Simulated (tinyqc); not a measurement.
# Worked calculation: p-n diode, drift-diffusion by the Gummel loop with Scharfetter-Gummel fluxes

Computed by the program tinyqc: `OMP_NUM_THREADS=1 python tinyqc.py 2240014 2240015 out.jsonl`, one thread of a shared Intel Xeon 2.30GHz, about 0.1 s for the whole run. Printed values are rounded.

Abrupt junction at x = 0, p side from -Lp, n side to Ln, ohmic contacts. psi is counted from the intrinsic level; n = ni exp((psi - phin)/Vt), p = ni exp((phip - psi)/Vt). Contacts: p side psi = V - Vt ln(Na/ni), p = Na, n = ni^2/Na; n side psi = Vt ln(Nd/ni), n = Nd, p = ni^2/Nd. Constant mobilities, D = mu Vt, Boltzmann statistics, SRH recombination through a mid-gap level, U = (n p - ni^2)/(tp (n + ni) + tn (p + ni)). Current is positive from the p contact to the n contact.

Inputs (values chosen for the exercise); band and dielectric values close to those of gallium arsenide:
- T = 300 K (temperature)
- Eg = 1.41 eV (band gap)
- eps_r = 12.7 (relative permittivity)
- Nc = 4.35e17 cm^-3 (conduction-band density of states at T)
- Nv = 8.94e18 cm^-3 (valence-band density of states at T)
- Na = 3.3e17 cm^-3 (acceptor density of the p side)
- Nd = 1.9e16 cm^-3 (donor density of the n side)
- mun = 4500 cm^2/(V s) (electron mobility)
- mup = 300 cm^2/(V s) (hole mobility)
- tn = 5e-7 s (SRH lifetime of electrons)
- tp = 8e-7 s (SRH lifetime of holes)
- G = 0 cm^-3 s^-1 (uniform generation rate)
- V = 1.3 V (bias of the p contact)

Constants: q = 1.602176634e-19 C, kB = 1.380649e-23 J/K, Vt = kB T/q, eps0 = 8.8541878128e-14 F/cm where lengths are in cm. Results are converted to the units shown.

Range of the model: At a bias near or above Vbi densities approach the doping or exceed it; degeneracy, Auger and radiative recombination, left out, begin to matter. Minority carriers exceed a tenth of the doping outside the junction (high injection).

## Intrinsic density and built-in voltage

ni = sqrt(Nc Nv) exp(-Eg/(2 Vt)), Eg in volts; Vbi = Vt ln(Na Nd/ni^2).

ni = 2.82771e6 cm^-3
Vbi = 1.24377 V

## Round 1: Poisson equation

```
node  x (nm)  phin at the start (V)  phip at the start (V)
0      -1200                    1.3                    1.3
1       -675                      0                    1.3
2       -373                      0                    1.3
3       -200                      0                    1.3
4       -100                      0                    1.3
5      -42.5                      0                    1.3
6       -9.5                      0                    1.3
7        9.5                      0                    1.3
8       45.9                      0                    1.3
9        116                      0                    1.3
10       250                      0                    1.3
11       507                      0                    1.3
12      1000                      0                      0
```

With phin and phip held, solve a_i (psi_(i+1) - psi_i) - a_(i-1) (psi_i - psi_(i-1)) + q w_i (p_i - n_i + C_i) = 0 for the inner nodes by Newton steps to convergence; a_i = eps0 eps_r/h_i, h_i = x_(i+1) - x_i, w_i = (h_(i-1) + h_i)/2, C = -Na or +Nd.

```
node   psi (V)  n after Poisson (cm^-3)  p after Poisson (cm^-3)
0     0.641216               2.42301e-5                   3.3e17
1     0.633080               1.22096e17               4.52070e17
2     0.633078               1.22091e17               4.52091e17
3     0.633078               1.22091e17               4.52091e17
4     0.633078               1.22091e17               4.52088e17
5     0.633099               1.22186e17               4.51736e17
6     0.634068               1.26853e17               4.35118e17
7     0.649924               2.34249e17               2.35630e17
8     0.651023               2.44426e17               2.25820e17
9     0.651045               2.44629e17               2.25631e17
10    0.651045               2.44630e17               2.25631e17
11    0.651031               2.44500e17               2.25751e17
12    0.584985                   1.9e16               4.20839e-4
```

## Round 1: electron continuity

With psi and p held, F_i = (mun Vt/h_i) [n_(i+1) B(d_i) - n_i B(-d_i)], d_i = (psi_(i+1) - psi_i)/Vt, B(d) = d/(exp(d) - 1); solve F_i - F_(i-1) = w_i [(n_i p_i - ni^2)/den_i - G] for the new n, with den = tp (n + ni) + tn (p + ni) taken at the old n and p, h_i = x_(i+1) - x_i, w_i = (h_(i-1) + h_i)/2; phin = psi - Vt ln(n/ni).

```
node  new n (cm^-3)  phin after round 1 (V)
0        2.42301e-5                 1.30000
1        2.18080e16                 0.04453
2        3.64294e16                 0.03127
3        4.48062e16                 0.02591
4        4.96486e16                 0.02326
5        5.24726e16                 0.02185
6        5.61050e16                 0.02109
7        1.04874e17                 0.02078
8        1.11231e17                 0.02035
9        1.14719e17                 0.01958
10       1.21209e17                 0.01815
11       1.33586e17                 0.01563
12           1.9e16                 0.00000
```

## Round 1: hole continuity

With psi and the new n held, F_i = (mup Vt/h_i) [p_(i+1) B(-d_i) - p_i B(d_i)], d_i = (psi_(i+1) - psi_i)/Vt, B(d) = d/(exp(d) - 1); solve F_i - F_(i-1) = w_i [(n_i p_i - ni^2)/den_i - G] for the new p, with den = tp (n + ni) + tn (p + ni) taken at the new n and the old p, h_i = x_(i+1) - x_i, w_i = (h_(i-1) + h_i)/2; phip = psi + Vt ln(p/ni).

```
node  new p (cm^-3)  phip after round 1 (V)
0            3.3e17                 1.30000
1        3.47253e17                 1.29318
2        2.95970e17                 1.28905
3        2.66586e17                 1.28635
4        2.49601e17                 1.28464
5        2.39645e17                 1.28361
6        2.25328e17                 1.28299
7        1.19610e17                 1.28247
8        1.08578e17                 1.28107
9        9.65881e16                 1.27807
10       7.38323e16                 1.27112
11       3.02199e16                 1.24801
12       4.20839e-4                 0.00000
```

## Round 2: Poisson equation

As before.

```
node   psi (V)  n after Poisson (cm^-3)  p after Poisson (cm^-3)
0     0.641216               2.42301e-5                   3.3e17
1     0.632762               2.15420e16               3.51541e17
2     0.628018               2.99536e16               3.59957e17
3     0.625104               3.29130e16               3.62918e17
4     0.623322               3.40414e16               3.64037e17
5     0.622326               3.45909e16               3.63529e17
6     0.624014               3.80280e16               3.32440e17
7     0.650034               1.05322e17               1.19102e17
8     0.652790               1.19099e17               1.01406e17
9     0.651146               1.15170e17               9.62102e16
10    0.647222               1.04545e17               8.56011e16
11    0.635649               7.36813e16               5.47894e16
12    0.584985                   1.9e16               4.20839e-4
```

## Round 2: electron continuity

As before.

```
node  new n (cm^-3)  phin after round 2 (V)
0        2.42301e-5                 1.30000
1        1.82015e16                 0.04889
2        2.63653e16                 0.03456
3        3.02043e16                 0.02813
4        3.21211e16                 0.02476
5        3.31999e16                 0.02291
6        3.68257e16                 0.02192
7        1.02089e17                 0.02158
8        1.15136e17                 0.02123
9        1.10803e17                 0.02058
10       1.00250e17                 0.01924
11       7.24964e16                 0.01605
12           1.9e16                 0.00000
```

## Round 2: hole continuity

As before.

```
node  new p (cm^-3)  phip after round 2 (V)
0            3.3e17                 1.30000
1        3.32413e17                 1.29173
2        3.32522e17                 1.28700
3        3.35283e17                 1.28430
4        3.38328e17                 1.28275
5        3.39798e17                 1.28187
6        3.11884e17                 1.28134
7        1.11576e17                 1.28078
8        9.33315e16                 1.27892
9        8.48672e16                 1.27482
10       6.96079e16                 1.26577
11       4.35626e16                 1.24209
12       4.20839e-4                 0.00000
```

## Course of the Gummel loop

Stop when phin and phip change by less than 1e-8 V, or after 15 rounds. J = Jn at the p contact + Jp at the n contact + q sum w_i U_i - q G sum w_i over the inner nodes, which avoids differences of large majority fluxes: Jn = (q mun Vt/h_0)[n_1 B(d_0) - n_0 B(-d_0)], Jp = (q mup Vt/h_last)[p_(N-1) B(d_last) - p_N B(-d_last)], d_i = (psi_(i+1) - psi_i)/Vt, B(d) = d/(exp(d) - 1), w_i = (h_(i-1) + h_i)/2.

Course of the iteration:
```
round  J (A/cm^2)  largest change of phin, phip (V)
1         11136.0                            0.0520
2         10082.0                           5.93e-3
3         9895.75                           5.80e-4
4         9873.43                           5.69e-5
5         9870.73                           2.05e-5
6         9870.58                           3.68e-6
7         9870.59                           5.17e-7
8         9870.59                           5.44e-8
9         9870.59                           4.89e-9
```

Converged in 9 rounds.

## Recombination and current

```
node  converged psi (V)  converged n (cm^-3)  converged p (cm^-3)
0              0.641216           2.42301e-5               3.3e17
1              0.631357           1.69091e16           3.46907e17
2              0.626057           2.43533e16           3.54352e17
3              0.623110           2.80638e16           3.58063e17
4              0.621433           3.00515e16           3.60039e17
5              0.620547           3.12291e16           3.60118e17
6              0.622402           3.48782e16           3.28389e17
7              0.649153           9.94560e16           1.14153e17
8              0.651994           1.12499e17           9.49227e16
9              0.649896           1.06337e17           8.73794e16
10             0.645056           9.29147e16           7.39516e16
11             0.633135           6.65680e16           4.76640e16
12             0.584985               1.9e16           4.20839e-4
```

U_i as defined. J = Jn at the p contact + Jp at the n contact + q sum w_i U_i - q G sum w_i over the inner nodes, which avoids differences of large majority fluxes: Jn = (q mun Vt/h_0)[n_1 B(d_0) - n_0 B(-d_0)], Jp = (q mup Vt/h_last)[p_(N-1) B(d_last) - p_N B(-d_last)], d_i = (psi_(i+1) - psi_i)/Vt, B(d) = d/(exp(d) - 1), w_i = (h_(i-1) + h_i)/2.

U, node 0 to 12 (cm^-3 s^-1): 0  3.13715e22  4.38814e22  4.98734e22  5.30221e22  5.48480e22  5.96241e22  8.30875e22  7.76857e22  7.21630e22  6.17316e22  4.11603e22  0
Jn at the p contact = 7220.46 A/cm^2
Jp at the n contact = 2648.85 A/cm^2
recombination = 1.27718 A/cm^2
generation = 0 A/cm^2
J = 9870.59 A/cm^2

A 500-node mesh gives J = 10720 A/cm^2; this mesh differs from it by -850 A/cm^2 (-7.9 %).
